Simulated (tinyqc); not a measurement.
Inside a calculation. Model: MOSFET in the linear regime without short-channel effects, parameter extraction from computed curves.

Computed by the program tinyqc: `OMP_NUM_THREADS=1 python tinyqc.py 2210098 2210099 out.jsonl`, one thread of a shared Intel Xeon 2.30GHz, about 0.01 s for the whole run. Printed values are rounded.

Inversion charge Q = Cox n Vt W0(exp((Vg - VT)/(n Vt))), W0 the Lambert function and n = nf; u = Q/Cox; mobility mu = mu0/(1 + th1 u + th2 u^2); channel resistance Rch = (L - dL)/(W mu Q); Id = Vd/(Rch + Rsd/W). Cox = eps0 eox/tox. Small Vd, no channel-length or drain effects.

Inputs (values chosen for the exercise); channel values of the order met in silicon transistors:
```
symbol  value        unit                                                                 meaning
T          77           K                                                             temperature
eox      9.05              relative permittivity of the gate insulator (close to aluminium oxide)
tox        12          nm                                                     insulator thickness
mu0       290  cm^2/(V s)                                                      low-field mobility
th1      0.25         1/V                                       first mobility attenuation factor
th2      0.03       1/V^2                                      second mobility attenuation factor
VT        0.3           V                                                       threshold voltage
nf       1.42                                                                         body factor
W           1          um                                                              gate width
L        0.29          um                                                       drawn gate length
dL      0.013          um                                             drawn less effective length
Rsd       200      ohm um                                            source plus drain resistance
Vd      0.025           V                                                           drain voltage
```

Constants: q = 1.602176634e-19 C, kB = 1.380649e-23 J/K, Vt = kB T/q, eps0 = 8.8541878128e-14 F/cm where lengths are in cm. Results are converted to the units shown.

## Transfer curve

Vg, point 0 to 9 (V): 0.14  0.22  0.3  0.38  0.46  0.54  0.62  0.7  0.78  0.86

u, mu, Rch and Id as defined.

```
point	u (V)	mu (cm^2/(V s))	Rch (ohm)	Id (uA)
0	3.97481e-10	290.000	3.59873e12	6.94690e-9
1	1.93484e-6	290.000	7.39300e8	3.38157e-5
2	0.00534373	289.613	2.68041e5	0.0931998
3	0.0622153	285.526	23351.8	1.06149
4	0.134922	280.389	10965.3	2.23908
5	0.210721	275.139	7154.91	3.39909
6	0.287784	269.910	5340.44	4.51228
7	0.365531	264.746	4286.58	5.57218
8	0.443705	259.663	3600.47	6.57813
9	0.522171	254.671	3119.40	7.53148
```

## Threshold and mobility at the peak transconductance

gm_i = (Id_(i+1) - Id_(i-1))/(Vg_(i+1) - Vg_(i-1)); at the point j of largest gm the tangent meets the axis at V_ext = Vg_j - Id_j/gm_j; field-effect mobility gm_j L/(W Cox Vd) with the drawn L.

gm, point 1 to 8 (uS): 0.582499  6.63409  13.4117  14.6100  14.2075  13.5818  12.9116  12.2457
j = 4
V_ext = 0.306744 V
field-effect mobility = 253.801 cm^2/(V s)

V_ext is 6.7 mV above the model VT, and the mobility so found is 16 % below mu0 L/(L - dL) = 304 cm^2/(V s), the value for the drawn L; attenuation, series resistance and the slow approach of Q to a straight line all lower the peak gm.

## The Y function

Y_i = Id_i/sqrt(gm_i). For Id = beta Vd x/(1 + th x), x = Vg - VT, Y = sqrt(beta Vd) x whatever th. Slope s from points 5 and 8; VT_Y = Vg - Y/s at point 8; beta = s^2/Vd; mobility beta L/(W Cox) with the drawn L; th* = (beta Vd x/Id - 1)/x at point 8.

Y, point 1 to 8 (uA^0.5 V^0.5): 4.43069e-5  0.0361846  0.289849  0.585793  0.901788  1.22438  1.55073  1.87980
s = 4.07505 uA^0.5 V^-0.5
VT_Y = 0.318705 V
beta = 664.240 uA/V^2
mobility from Y = 288.474 cm^2/(V s)
th* = 0.356617 1/V

The mobility from Y is 5.0 % below mu0 L/(L - dL) = 304 cm^2/(V s), which it should reach in deep inversion when th2 = 0. th* compares with th1 + mu0 Cox Rsd/(L - dL) = 0.390 1/V, since series resistance enters like th1.
